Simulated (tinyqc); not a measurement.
Silicon n-p-n transistor, Gummel numbers and transit times: two steps of the calculation.

One-dimensional n-p-n transistor in the forward active mode at low injection. In the base p(x) = NB exp(-eta x/wb) and ni(x)^2 = ni^2 exp((g0 + g1 x/wb)/Vt); electrons leave the base at vsat; band spikes at the emitter junction and recombination inside the emitter are ignored.

Values chosen for this exercise; band and dielectric values close to those of silicon:

| symbol | value | unit | meaning |
|---|---|---|---|
| T | 400 | K | temperature |
| Eg | 1.14 | eV | band gap |
| eps_r | 11.7 |  | relative permittivity |
| Nc | 4.28e19 | cm^-3 | conduction-band density of states at T |
| Nv | 4.14e19 | cm^-3 | valence-band density of states at T |
| vsat | 9.81e6 | cm/s | saturation velocity |
| wb | 110 | nm | neutral base width |
| NB | 2.5e17 | cm^-3 | base doping at the emitter edge |
| eta | 0 |  | doping falls as exp(-eta x/wb) |
| g0 | 0 | eV | gap reduction at the emitter edge of the base |
| g1 | 0 | eV | further gap reduction across the base (linear) |
| Dn | 5.6 | cm^2/s | electron diffusion coefficient in the base |
| NE | 2.2e20 | cm^-3 | emitter doping |
| gE | 0.06 | eV | gap reduction in the emitter (negative: wider gap) |
| we | 75 | nm | neutral emitter width |
| Dp | 2.3 | cm^2/s | hole diffusion coefficient in the emitter |
| Se | 6e6 | cm/s | recombination velocity at the emitter contact |
| tb | 4e-7 | s | electron lifetime in the base |
| NC | 1.5e16 | cm^-3 | collector doping |
| VCB | 1.2 | V | collector-base reverse bias |

Constants: q = 1.602176634e-19 C, kB = 1.380649e-23 J/K, Vt = kB T/q, eps0 = 8.8541878128e-14 F/cm where lengths are in cm. Results are converted to the units shown.

Task 1. Base Gummel number and transit time. f(x) = p(x) ni^2/ni(x)^2; I(x) = integral from x to wb of f/Dn, plus f(wb)/vsat; base Gummel number GB = I(0); electron density per unit flux n/(J/q) = I/f; base transit time tauB = integral of I/f over the base. Trapezoid rule on 11 equal steps.

Find: x; f; I; I/f; GB; tauB.

Result 1.

```
point  x (nm)  f (cm^-3)  I (s/cm^4)  I/f (s/cm)
0        0.00  2.5000e17   5.1656e11   2.0662e-6
1       10.00  2.5000e17   4.7191e11   1.8877e-6
2       20.00  2.5000e17   4.2727e11   1.7091e-6
3       30.00  2.5000e17   3.8263e11   1.5305e-6
4       40.00  2.5000e17   3.3798e11   1.3519e-6
5       50.00  2.5000e17   2.9334e11   1.1734e-6
6       60.00  2.5000e17   2.4870e11   9.9479e-7
7       70.00  2.5000e17   2.0406e11   8.1622e-7
8       80.00  2.5000e17   1.5941e11   6.3765e-7
9       90.00  2.5000e17   1.1477e11   4.5908e-7
10     100.00  2.5000e17   7.0127e10   2.8051e-7
11     110.00  2.5000e17   2.5484e10   1.0194e-7
```

GB = 5.1656e11 s/cm^4
tauB = 11.925 ps

Task 2. Gain, Early voltage and collector delay. ni = sqrt(Nc Nv) exp(-Eg/(2 Vt)), Eg in volts; GE = NE exp(-gE/Vt)(we/Dp + 1/Se); JC = J0 exp(VBE/Vt), J0 = q ni^2/GB; gain limited by back injection GE/GB, by base recombination tb/tauB, together 1/beta = the sum of the inverses; collector layer one-sided, Wc = sqrt(2 eps0 eps_r (Vbc + VCB)/(q NC)), Vbc = Vt ln(p(wb) NC/ni^2), Cjc = eps0 eps_r/Wc; Early voltage VA = GB q p(wb)/(f(wb) Cjc [1/Dn - (eta + g1/Vt)/(wb vsat)]), f(wb) = p(wb) exp(-(g0 + g1)/Vt), p(wb) = NB exp(-eta); tauC = Wc/(2 vsat).

GB = 5.1655563e11 s/cm^4
tauB = 11.924876 ps

Find: ni; GE; J0; GE/GB; tb/tauB; beta; Wc; Cjc; VA; tauC.

Result 2.

ni = 2.770e12 cm^-3
GE = 1.323e14 s/cm^4
J0 = 2.381e-6 A/cm^2
GE/GB = 256.0
tb/tauB = 3.354e4
beta = 254.1
Wc = 403.6 nm
Cjc = 0.2567 fF/um^2
VA = 18.06 V
tauC = 2.057 ps

The gain is limited more by back injection into the emitter. beta VA = 4590 V.

Range of the model: Heavy doping makes emitter or base degenerate; gE and g0 are to be read as apparent gap changes that include this.

tinyqc, about 0.01 s, one thread, Intel Xeon 2.30GHz (shared host): `OMP_NUM_THREADS=1 python tinyqc.py 2320064 2320065 out.jsonl`
